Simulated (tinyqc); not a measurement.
Schottky barrier on an n-type semiconductor, non-linear Poisson equation by Newton steps: one step of the calculation.

One dimension, metal at x = 0, donor density C(x) = Nd, uniform. Energies are counted from the electron Fermi level of the semiconductor and the conduction-band edge is Ec = -psi, so n = Nc exp(psi/Vt); holes follow the Fermi level of the metal, at -V, so p = Nv exp((V - psi - Eg)/Vt). Ends: psi(0) = V - phiB and psi = Vt ln(Nd/Nc) deep inside. Boltzmann statistics, full ionisation, no current, no image force in the Poisson equation.

Problem. End potentials, built-in voltage, Debye length. psi_0 = V - phiB, psi_b = Vt ln(Nd/Nc), Vbi = phiB - Vt ln(Nc/Nd), LD = sqrt(eps0 eps_r Vt/(q Nd)), W = sqrt(2 eps0 eps_r (Vbi - V)/(q Nd)), hole density at the metal p_0 = Nv exp((phiB - Eg)/Vt).

Parameters, values chosen for the exercise; band and dielectric values close to those of silicon:
- T = 300 K (temperature)
- Eg = 1.12 eV (band gap)
- eps_r = 11.6 (relative permittivity)
- Nc = 2.83e19 cm^-3 (conduction-band density of states at T)
- Nv = 2.69e19 cm^-3 (valence-band density of states at T)
- Nd = 2.1e16 cm^-3 (donor density deep in the semiconductor)
- phiB = 0.7 eV (barrier height)
- V = 0.08 V (bias of the metal against the semiconductor)

Constants: q = 1.602176634e-19 C, kB = 1.380649e-23 J/K, Vt = kB T/q, eps0 = 8.8541878128e-14 F/cm where lengths are in cm. Results are converted to the units shown.

Wanted: psi_0; psi_b; Vbi; LD; W for uniform Nd; p_0.

Solution.

psi_0 = -0.62000 V
psi_b = -0.18629 V
Vbi = 0.51371 V
LD = 28.092 nm
W for uniform Nd = 162.72 nm
p_0 = 2.3663e12 cm^-3

The hole density at the metal is 1.1e-4 times Nd, so holes hardly matter.

Computed by the program tinyqc: `OMP_NUM_THREADS=1 python tinyqc.py 2020020 2020021 out.jsonl`, one thread of a shared Intel Xeon 2.30GHz, about 0.03 s for the whole run.
